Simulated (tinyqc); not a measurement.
Inside a calculation: Franz-Keldysh effect at a direct gap. Values are carried at full precision from step to step, so a last printed digit may differ when a step is redone from the rounded ones.

Parabolic bands, vertical transitions, no excitons. For each hole band j: mr = me mj/(me + mj); joint density of states J_j(E) = (mr/c)^(3/2) sqrt(E - Eg)/(2 pi^2), both spins, c = hbar^2/2m0; averaged matrix element |e.p|^2 = m0 Ep/6; alpha_j(E) = 4 pi^2 alpha_f c Ep J_j/(3 nr E) in 1/angstrom (alpha_f the fine-structure constant, listed as alpha among the constants), times 1e8 for 1/cm.

In a field Fd (1 kV/cm = 1e-5 V/angstrom) the electro-optic energy of band j is th = (c (e Fd)^2/mr)^(1/3), and sqrt(E - Eg) in J_j is replaced by pi sqrt(th) [Ai'(b)^2 - b Ai(b)^2] with b = (Eg - E)/th; Ai is the Airy function.

Constants: hbar^2/2m0 = 3.80998211 eV angstrom^2; fine-structure constant alpha = 0.007297352564.

Inputs chosen for the exercise (near those of GaAs; shifted at random, so the results belong to these values and not to a real crystal):
- Eg = 1.405 eV (direct gap)
- me = 0.0671 m0 (electron mass)
- mhh = 0.508 m0 (heavy-hole mass)
- mlh = 0.0797 m0 (light-hole mass)
- Ep = 24.8 eV (Kane energy)
- nr = 3.6 (refractive index)
- Fd = 30 kV/cm (uniform field)
- E = 1.43 eV (photon energy)
- L = 130 micrometre (length of a waveguide)

## Electro-optic energy and length

For each hole band give mr, th and the length th/(e Fd).

Scales:
```
hole   mr (m0)  th (meV)  length (angstrom)
heavy  0.05927    17.952               59.8
light  0.03643    21.114               70.4
```

The light-hole pair has th larger by a factor 1.176, the cube root of the ratio of reduced masses.

## Airy factors at E

Ai is the Airy function, th the electro-optic energy of each hole band from the table (its other columns are not needed here), b = (Eg - E)/th with th in eV; the factor takes the place of sqrt(E - Eg) in the joint density of states.

Form b, Ai(b), Ai'(b) and the factor pi sqrt(th) [Ai'^2 - b Ai^2] for each band, beside sqrt(E - Eg) (zero below the gap).

Factors:
```
hole         b   Ai(b)   Ai'(b)  factor (eV^(1/2))  without field
heavy  -1.3926  0.4935   0.2347             0.1659         0.1581
light  -1.1840  0.5278  0.09701             0.1549         0.1581
```

## Absorption with and without the field

Put the factors in place of sqrt(E - Eg) in alpha_j and add the bands; a waveguide of length L changes its transmission by 4.343 (alpha(F) - alpha(0)) L dB.

alpha_j in the field (1/cm): heavy 2.87e+03, light 1.29e+03

alpha(F) = 4.17e+03 1/cm
alpha(0) = 4059 1/cm
change of loss = 6.12 dB

Without the field the loss over L is 229 dB, so this energy is of no use for a modulator. Above the gap the field raises the absorption at this energy; the sign alternates with energy (Franz-Keldysh oscillations). Excitons, which add a sharp peak at low field, are left out.

## Checks

- Airy factor at b = -40 against the zero-field limit sqrt(-b): 6.33 against 6.32.

Program tinyqc; command `OMP_NUM_THREADS=1 python tinyqc.py 1651756 1651757 out.jsonl`; about 0.01 s on one thread of a shared Intel(R) Xeon(R) Processor @ 2.30GHz.
